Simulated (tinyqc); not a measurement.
What each parameter does: cyclotron resonance of ellipsoidal valleys, Si type.

Valleys along [100], [010], [001] (each with its opposite partner), mass ml along the axis and mt across it. B lies in the (1-10) plane, b = (sin(theta)/sqrt2, sin(theta)/sqrt2, cos(theta)). For the angle phi between B and the axis, 1/mc^2 = cos^2(phi)/mt^2 + sin^2(phi)/(mt ml). Resonance: h nu = 2 muB B/mc, h = 2 pi hbar.

Constants: hbar = 6.58211957e-16 eV s; muB = 5.788381798e-05 eV/T.

Parameters, chosen for this exercise (near those of Si; not measured data): ml = 0.884 m0 (longitudinal mass); mt = 0.188 m0 (transverse mass); theta = 46 degrees (angle of B from [001] towards [110]); nu = 35 GHz (microwave frequency).

Resonance fields B = h nu mc/(2 muB) of the valleys [100] and [001].

One parameter was then changed.

Results before and after:

| case | [100] (T) | [001] (T) |
|---|---|---|
| base | 0.3643 | 0.3054 |
| changed | 0.4007 | 0.3359 |

Which of these changes was made? (a) mt = 0.169 m0; (b) nu = 38.5 GHz; (c) theta = 50 degrees; (d) ml = 1.017 m0.

Answer: (b) nu = 38.5 GHz. Of the candidates, run in turn, only this one gives the changed row.

All candidates:

| case | [100] (T) | [001] (T) |
|---|---|---|
| base | 0.3643 | 0.3054 |
| ml = 1.017 m0 | 0.3737 | 0.3091 |
| mt = 0.169 m0 | 0.3339 | 0.2771 |
| theta = 50 degrees | 0.3529 | 0.3205 |
| nu = 38.5 GHz | 0.4007 | 0.3359 |

Program tinyqc; command `OMP_NUM_THREADS=1 python tinyqc.py 1282036 1282037 out.jsonl`; about 0.01 s on one thread of a shared Intel(R) Xeon(R) Processor @ 2.30GHz.
